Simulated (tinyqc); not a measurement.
From results back to parameters: two-level Kane dispersion of a narrow-gap semiconductor. Four cases, with inputs chosen for the exercise.

Problem. In the two-level Kane model E = Eg/2 + sqrt(Eg^2/4 + (2/3) Ep c k^2), c = hbar^2/2m0, and the momentum mass is m(k) = (3/(2 Ep)) sqrt(Eg^2 + (8/3) Ep c k^2). It is given at the Fermi wave vectors kF = (3 pi^2 n)^(1/3) of two densities (1 cm^-3 = 1e-24 angstrom^-3).

Constants: hbar^2/2m0 = 3.80998211 eV angstrom^2.

Case 1.

Values chosen (out of a larger set: a gap close to zero; not measured data): n12 = (2.8e+15, 2.4e+17) cm^-3 (two densities).

masses at the two densities (m0): 0.00672897  0.02171634

Case 2.

Values chosen (out of a larger set: a narrow-gap II-VI alloy; not measured data): n12 = (3.3e+15, 8.1e+17) cm^-3 (two densities).

masses at the two densities (m0): 0.00991002  0.03208084

Case 3.

Values chosen (out of a larger set: near those of InAs; not measured data): n12 = (2.6e+15, 1e+18) cm^-3 (two densities).

masses at the two densities (m0): 0.02831853  0.04243009

Case 4.

Values chosen (out of a larger set: near those of GaSb; not measured data): n12 = (2.2e+15, 1.9e+18) cm^-3 (two densities).

masses at the two densities (m0): 0.04482437  0.05663492

Find: kF^2; Ep; edge mass; |Eg|.

Solution. m^2 = m0*^2 + (6 c/Ep) kF^2 is a straight line in kF^2: the slope gives Ep, the intercept the edge mass, and |Eg| = (2/3) Ep m0*. The sign of Eg does not enter. The two-level form takes Dso as infinite, which overstates the mass where Dso is not large against Eg.

Case 1.

kF^2 (1/angstrom^2): 1.9013e-05  0.00036962

Ep = 18.8 eV
edge mass = 0.00471 m0
|Eg| = 0.059 eV

Case 2.

kF^2 (1/angstrom^2): 2.1214e-05  0.00083164

Ep = 19.9 eV
edge mass = 0.00859 m0
|Eg| = 0.114 eV

Case 3.

kF^2 (1/angstrom^2): 1.8097e-05  0.00095708

Ep = 21.5 eV
edge mass = 0.02798 m0
|Eg| = 0.401 eV

Case 4.

kF^2 (1/angstrom^2): 1.6189e-05  0.0014682

Ep = 27.7 eV
edge mass = 0.04468 m0
|Eg| = 0.825 eV

Computed by tinyqc, one run a case: `OMP_NUM_THREADS=1 python tinyqc.py N N+1 out.jsonl` with N = 1080344, 1080365, 1080368, 1080374; one thread of a shared Intel(R) Xeon(R) Processor @ 2.30GHz, about 0.01 s a run at most.
